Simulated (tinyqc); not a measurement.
Worked calculation: two-band k.p model of the Delta valleys near the X point under shear strain. Values are carried at full precision from step to step, so a last printed digit may differ when a step is redone from the rounded ones.

Constants: hbar^2/2m0 = 3.80998211 eV angstrom^2.

Values chosen for the exercise (near those of Si; shifted at random, so the results belong to these values and not to a real crystal): a = 5.443 angstrom (lattice constant); ml = 0.939 m0 (longitudinal mass); mt = 0.198 m0 (transverse mass); kx0 = 0.146 2 pi/a (distance of the minimum from X); D = 15 eV (shear deformation potential); Mp = 0.236 m0 (coupling mass); exy = 0.011 (shear strain); k = (-0.022, 0.004, 0.173) 1/angstrom (wave vector from X).

## Scales

k0 = kx0 2 pi/a; Delta = 2 c k0^2/ml with c = hbar^2/2m0, half the splitting of the two bands at k0; eta = D exy/Delta measures the shear coupling against it.

k0 = 0.16854 1/angstrom
Delta = 0.23050 eV
eta = 0.7158
splitting of the two bands at X, 2 |D exy| = 0.3300 eV

## The Hamiltonian at one k

Valley pair on the [001] axis, kz counted from the X point, c = hbar^2/2m0, k0 = kx0 2 pi/a. H = (c kz^2/ml + c (kx^2 + ky^2)/mt + c k0^2/ml) 1 + (2 c k0 kz/ml) sigma_z + (D exy - 2 c kx ky/Mp) sigma_x, so E = c kz^2/ml + c (kx^2 + ky^2)/mt + c k0^2/ml -/+ sqrt((2 c k0 kz/ml)^2 + (D exy - 2 c kx ky/Mp)^2). Without strain the lower band has its minima, E = 0, at kz = +/- k0. Shifts from diagonal strain are left out.

Fill in the 2 x 2 matrix (sigma_z diagonal) and give its levels.

H(k) (eV):
```
[[0.4829, 0.1678],
 [0.1678, 0.0097]]
```

levels (eV): [-0.0438, 0.5364]

## Position, depth and masses of the minimum

For |eta| < 1: k_min = k0 sqrt(1 - eta^2), E_min = -Delta eta^2/2, ml(eta) = ml/(1 - eta^2), 1/m[110] = 1/mt + eta/Mp, 1/m[1-10] = 1/mt - eta/Mp. For |eta| > 1 the minimum sits at X: E_min = -Delta (2 |eta| - 1)/2, ml(eta) = ml/(1 - 1/|eta|), and eta is replaced by its sign in the transverse masses.

k_min = 0.1177 1/angstrom
E_min = -59.06 meV
ml(eta) = 1.926 m0

masses along [110] and [1-10] (m0): [0.1237, 0.4957]

The minimum has moved 30.2 % of the way to X; electrons are lighter along [110] (-37.5 % against mt) and heavier across (+150.4 %).

## The two bands along kz

kx = ky = 0, kz from 0 to 1.6 k0 in steps of 0.2 k0, with and without the strain.

Levels (eV):
```
kz/k0  kz (1/angstrom)    lower   upper  lower, no strain  upper, no strain
0.0             0.0000  -0.0497  0.2803            0.1153            0.1153
0.2             0.0337  -0.0515  0.2912            0.0738            0.1660
0.4             0.0674  -0.0553  0.3227            0.0415            0.2259
0.6             0.1011  -0.0586  0.3720            0.0184            0.2950
0.8             0.1348  -0.0584  0.4365            0.0046            0.3734
1.0             0.1685  -0.0530  0.5140            0.0000            0.4610
1.2             0.2022  -0.0409  0.6033            0.0046            0.5578
1.4             0.2360  -0.0213  0.7036            0.0184            0.6638
1.6             0.2697   0.0063  0.8143            0.0415            0.7791
```

## Checks

- Depth of the minimum by numerical search against the closed form (eV): both -0.059056.
- Mass along [110] by finite differences against the closed form: both 0.1237.

Program tinyqc; command `OMP_NUM_THREADS=1 python tinyqc.py 1050418 1050419 out.jsonl`; about 0.01 s on one thread of a shared Intel(R) Xeon(R) Processor @ 2.30GHz.
